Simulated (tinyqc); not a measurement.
# Thermal resistances of a two-die stack

Problem. Heat leaves through the lower die only, and the system is linear. Find the resistance R1 from the lower die to the coolant, R2 between the dies, and the rise of the upper die when both are powered.

Values chosen for this exercise:
```
symbol,value,unit,meaning
P1,13,W,power of the lower die
P2,6,W,power of the upper die
```

rises of the lower and upper die with only the lower one powered (K): 5.85  5.85
rises of the lower and upper die with only the upper one powered (K): 2.7  4.5

Solution. With only the lower die powered no heat crosses R2, so both dies rise by P1 R1; the difference in the second test is P2 R2; rises add.

R1 = 0.4500 K/W
R2 = 0.3000 K/W
rise of the upper die = 10.35 K

tinyqc, about 0.03 s, one thread, Intel Xeon 2.30GHz (shared host): `OMP_NUM_THREADS=1 python tinyqc.py 2162249 2162250 out.jsonl`
